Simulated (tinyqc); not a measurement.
# Barrier height from two thicknesses

Problem. Through a thick flat barrier T = c exp(-2 kappa t) with a prefactor c that does not depend on t, and kappa = sqrt(m1 phi1/C), C = hbar^2/(2 m0). Find kappa, the decades lost for each nanometre, c and phi1.

Inputs (values chosen for the exercise):
```
symbol,value,unit,meaning
m1,0.48,m0,tunnelling mass of layer 1
```

Constants: q = 1.602176634e-19 C, hbar = 1.054571817e-34 J s, m0 = 9.1093837015e-31 kg, hbar^2/(2 m0) = 0.0380998212 eV nm^2. Results are converted to the units shown.

T at t = 1.1 and 3 nm: 2.4220205e-5  1.1450466e-13

Solution. The ratio of the two values removes c: kappa = ln(T_a/T_b)/(2 (t_b - t_a)).

kappa = 5.04 1/nm
decades a nanometre = 4.38
c = 1.60
phi1 = 2.02 eV

Program tinyqc, `OMP_NUM_THREADS=1 python tinyqc.py 2540028 2540029 out.jsonl`; Intel Xeon 2.30GHz, shared host, one thread, about 0.02 s.
